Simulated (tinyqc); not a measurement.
Heat flow across a film from the phonon Boltzmann equation in the relaxation-time approximation: one step, computed by the program tinyqc. Command: `OMP_NUM_THREADS=1 python tinyqc.py 3011525 3011526 out.jsonl slabbte walk`. One thread of a shared host (Intel(R) Xeon(R) Processor @ 2.30GHz), about 0.01 s of CPU time with the checks.

Two black walls, hot at x = 0 and cold at x = L, emit phonons isotropically. For one free path Lambda, with tau = x/Lambda, tau_L = L/Lambda and phi = (T - T_cold)/Delta T, energy balance gives phi(tau) = (1/2) [E2(tau) + int_0^tau_L phi(s) E1(|tau - s|) ds]; E_n are the exponential integrals. The flux over the ballistic flux C v Delta T/4 is psi = 1 - 2 int_0^tau_L phi(s) E2(s) ds, and kappa_eff/kappa = (3/4) tau_L psi. kappa = C v Lambda/3 is an input, so at fixed kappa a longer free path means a smaller C v.

Question. Temperature profile and flux in the small system. Cut the film into n equal cells with constant phi, collocated at the centres c_i: the kernel integrates to A_ij = |E2(|c_i - e_j|) - E2(|c_i - e_(j+1)|)|/2 for cell edges e_j, and A_ii = 1 - E2(half a cell); solve (1 - A) phi = E2(c)/2; psi = 1 - 2 sum_j phi_j [E3(e_j) - E3(e_(j+1))]. In short, (1 - A) phi = b and psi = 1 - 2 sum_j w_j phi_j, with b the right-hand side and w_j the flux weights; the cells divide 0 to tau_L.

1 - A:
```
            1           2           3           4
1   0.8306513  -0.0922932  -0.0611753  -0.0453098
2  -0.0922932   0.8306513  -0.0922932  -0.0611753
3  -0.0611753  -0.0922932   0.8306513  -0.0922932
4  -0.0453098  -0.0611753  -0.0922932   0.8306513
```

right-hand side E2(c)/2: 0.4153257  0.3230324  0.2618572  0.2165473

optical thickness tau_L = 0.3909091

flux weights E3(e_j) - E3(e_(j+1)): 0.08206167  0.06337032  0.05130649  0.04240615

Give: phi at the cell centres; psi, small system.

Answer.

phi at the cell centres: 0.6148  0.5370  0.4630  0.3852

psi, small system = 0.7509
